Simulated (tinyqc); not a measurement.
# Three-phonon processes in a diatomic chain: dispersion, energy and momentum conservation, and decay channels of optical phonons, step by step

A worked calculation. Computed by tinyqc, a small Python program that keeps every step. Command: `OMP_NUM_THREADS=1 python tinyqc.py 3121399 3121400 out.jsonl threeph walk`. One thread of a shared host (Intel(R) Xeon(R) Processor @ 2.30GHz), about 0.04 s of CPU time with the checks. Intermediate numbers are printed to about 7 digits and carried at full precision; extremes and crossings named in words are read from the listed rows.

Cell length a, two atoms, one spring constant. x = q a/pi runs from -1 to 1; A and O are the acoustic and optical branches. Matrix elements are not computed: only conservation laws and occupation factors are followed.

Inputs (values chosen for the exercise, for a model chain):
```
quantity                                   value           unit
light mass m                                  27              u
heavy mass M                                 100              u
spring constant k                            7.2  eV/angstrom^2
temperature T                                 50              K
wave number of the decaying phonon q a/pi   0.74              -
```

Constants: nu for 1 eV/(angstrom^2 u) = 15.6333042 THz; h x 1 THz = 4.135667696 meV; k_B = 8.617333262e-05 eV/K.

## Band edges

omega^2 = k (1/m + 1/M) -/+ k sqrt((1/m + 1/M)^2 - 4 sin^2(pi x/2)/(m M)); nu = 15.6333042 THz x sqrt(omega^2) for eV/(angstrom^2 u). Acoustic top sqrt(2 k/M), optical bottom sqrt(2 k/m), optical top sqrt(2 k (1/m + 1/M)).

acoustic top = 5.932422 THz

optical bottom = 11.41695 THz

optical top = 12.86625 THz

optical top over twice the acoustic top = 1.084401

optical bottom over twice the acoustic top = 0.9622504

optical width over acoustic top = 0.2443015

The zone-centre optical phonon lies above twice the acoustic top (M/m > 3), so its decay into two acoustic phonons is forbidden.

## Dispersion

The formulas are those given above.

Branches:
```
x     nu_A (THz)  nu_O (THz)
0.10    0.825197    12.83976
0.20    1.640099    12.76129
0.35    2.819019    12.55363
0.50    3.906793    12.25877
0.65    4.845114    11.91911
0.80    5.549182    11.60806
0.90    5.833362    11.46788
1.00    5.932422    11.41695
```

## All channels at the given wave number

Processes for O(x): decay O -> A + A and O -> O + A with x = x' + x'' (mod 2), and absorption O + A -> O with x + x' = x'' (mod 2). Roots of the energy mismatch in x' are bracketed on 4001 points from -1 to 1 and refined. A process is umklapp (U) if the sum of wave numbers leaves (-1, 1]. Weight = occupation factor/|d mismatch/dx'|, the factor being 1 + n' + n'' for decay and n' - n'' for absorption. Pairs that differ only by exchanging two acoustic products count once, and the trivial root x' = 0 is left out.

nu_O(x) = 11.72282 THz

Channels:
```
process  x'  x''  nu' (THz)  nu'' (THz)  type  weight (1/THz)
none      -    -          -           -     -               -
```

No three-phonon channel is open for this phonon in the chain; four-phonon processes, or other branches in three dimensions, would set its lifetime.

## Phase space against the mass ratio

Total weight summed over channels and averaged over x = 0.05, 0.15, ..., 0.95, with m and k fixed; share of those x with an open channel.

Optical phonons:
```
M/m  weight, A + A (1/THz)  weight, with O (1/THz)  share open
1.1              0.0682771                       0         1.0
1.5              0.1975017                       0         1.0
2.0              0.1250926                       0         0.8
2.5              0.0752173                       0         0.5
2.9              0.0586313                       0         0.2
3.3              0.0000000                       0         0.0
3.7              0.0000000                       0         0.0
4.2              0.0000000                       0         0.0
6.0              0.0000000                       0         0.0
```

The A + A channel closes between M/m = 2.9 and 3.3 on this grid: energy conservation alone would allow it up to M/m = 4, where the optical bottom passes twice the acoustic top, but momentum must be conserved too. No channel with a second optical phonon opens at any ratio. A large gap that shuts such channels is one reason why crystals with very unequal masses can conduct heat well.

Checks made by the program: band edges against the dispersion (relative difference below 1e-10).
